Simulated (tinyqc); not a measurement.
Worked calculation: Hubbard ring of 4 sites. Computed by tinyqc, a small Python program that keeps every step. Settings: hopping = 1.29, U = 2.4, mixing = 1, iteration cap = 54. Command: `OMP_NUM_THREADS=1 python tinyqc.py 25885 25886 out.jsonl` (the two numbers bound the seeds that draw the settings). One thread of a shared host (Intel(R) Xeon(R) Processor @ 2.60GHz), about 0.2 s of CPU time with the checks.

one-body matrix (hopping and site energies) (eV), lower triangle:
```
           1          2          3         4
1   0.000000
2  -1.290000   0.000000
3   0.000000  -1.290000   0.000000
4  -1.290000   0.000000  -1.290000  0.000000
```

U = 2.400000 eV

electrons, up and down: 2  2

n(up) at the start (a guess, not normalised): 1 0.500000, 2 0.500000, 3 0.500000, 4 0.500000

n(down) at the start (a guess): 1 0.500000, 2 0.500000, 3 0.500000, 4 0.500000

Each step fills the lowest levels of T + U n(other spin) and sets n(new) = n + mixing (n(out) - n); stop when output and input agree to 1e-8.

Course of the cycle:
```
iteration       E (eV)  largest |n(out) - n(in)|  mean |n_up - n_down|
1          -2.16000000                  2.50e-01              0.000000
2          -1.72328021                  5.57e-01              0.000000
3          -1.58779282                  6.25e-01              0.000000
4          -1.55792916                  6.40e-01              0.000000
5          -1.55172961                  6.43e-01              0.000000
6          -1.55045797                  6.43e-01              0.000000
7          -1.55019777                  6.43e-01              0.000000
8          -1.55014456                  6.43e-01              0.000000
9          -1.55013367                  6.43e-01              0.000000
10         -1.55013145                  6.43e-01              0.000000
11         -1.55013099                  6.43e-01              0.000000
...                ...                       ...                   ...
44         -1.55013088                  6.43e-01              0.000000
45         -1.55013088                  6.43e-01              0.000000
46         -1.55013088                  6.43e-01              0.000000
47         -1.55013088                  6.43e-01              0.000000
48         -1.55013088                  6.43e-01              0.000000
49         -1.55013088                  6.43e-01              0.000000
50         -1.55013088                  6.43e-01              0.000000
51         -1.55013088                  6.43e-01              0.000000
52         -1.55013088                  6.43e-01              0.000000
53         -1.55013088                  6.43e-01              0.000000
54         -1.55013088                  6.43e-01              0.000000
```

Can the last value be used, and what does the course show?

Not by the stop rule, although the second column moves by less than 1e-07 over the last three steps. Not converged within 54 iterations: the residual has stopped falling. The lowest mean-field energy found from random starts is -3.53674 eV. Reruns (cap 100 unless said): mixing 0.2: not converged; mixing 0.5: not converged; mixing 0.9: not converged; the original settings with a cap of 400: not converged.
